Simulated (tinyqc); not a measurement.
MOSFET in the linear regime without short-channel effects, parameter extraction from computed curves: extraction methods against the second mobility attenuation factor.

Inversion charge Q = Cox n Vt W0(exp((Vg - VT)/(n Vt))), W0 the Lambert function and n = nf; u = Q/Cox; mobility mu = mu0/(1 + th1 u + th2 u^2); channel resistance Rch = (L - dL)/(W mu Q); Id = Vd/(Rch + Rsd/W). Cox = eps0 eox/tox. Small Vd, no channel-length or drain effects.

From the continuous curve Id(Vg): tangent at peak gm (V_ext = Vg - Id/gm); constant current Id = 0.1 uA W/L; peak of d2Id/dVg2; Y = Id/sqrt(gm) drawn through Vg = VT + 0.6 and VT + 0.8 V, with intercept VT_Y and slope s. Mobilities gm,max L/(W Cox Vd) and s^2 L/(W Cox Vd) with the drawn L. Last column: share of Rsd/W in the total resistance at VT + 0.8 V.

Values chosen for this exercise; channel values of the order met in silicon transistors:
```
symbol  value        unit                                                                 meaning
T         200           K                                                             temperature
eox       3.9              relative permittivity of the gate insulator (close to silicon dioxide)
tox       1.6          nm                                                     insulator thickness
mu0       260  cm^2/(V s)                                                      low-field mobility
th1      0.68         1/V                                       first mobility attenuation factor
VT       0.61           V                                                       threshold voltage
nf       1.39                                                                         body factor
W         0.5          um                                                              gate width
L         0.5          um                                                       drawn gate length
dL      0.009          um                                             drawn less effective length
Rsd       430      ohm um                                            source plus drain resistance
Vd      0.025           V                                                           drain voltage
```

Constants: q = 1.602176634e-19 C, kB = 1.380649e-23 J/K, Vt = kB T/q, eps0 = 8.8541878128e-14 F/cm where lengths are in cm. Results are converted to the units shown.

Extraction methods against the second mobility attenuation factor:
columns A: th2 (1/V^2); B: V_ext (V); C: constant current (V); D: second derivative (V); E: VT_Y (V); F: mobility from gm (cm^2/(V s)); G: mobility from Y (cm^2/(V s)); H: series share (%)
```
A         B      C      D      E    F    G     H
0     0.606  0.588  0.602  0.651  171  245  19.2
0.06  0.606  0.588  0.602  0.667  171  264  18.9
0.12  0.606  0.588  0.602  0.682  171  284  18.5
0.18  0.605  0.588  0.602  0.697  170  306  18.3
0.24  0.605  0.588  0.602  0.712  170  331  18.0
0.3   0.605  0.588  0.602  0.728  170  359  17.7
0.36  0.605  0.588  0.602  0.743  170  390  17.4
```

The model has VT = 0.61 V and mu0 = 260 cm^2/(V s). Over the table the extracted thresholds move by 0.77 mV (tangent), under 0.5 mV (constant current), under 0.5 mV (second derivative), 91 mV (Y function). The mobility from gm falls from 171 to 170 and that from Y rises from 245 to 390 cm^2/(V s).

Program tinyqc, `OMP_NUM_THREADS=1 python tinyqc.py 2210133 2210134 out.jsonl`; Intel Xeon 2.30GHz, shared host, one thread, about 0.01 s.
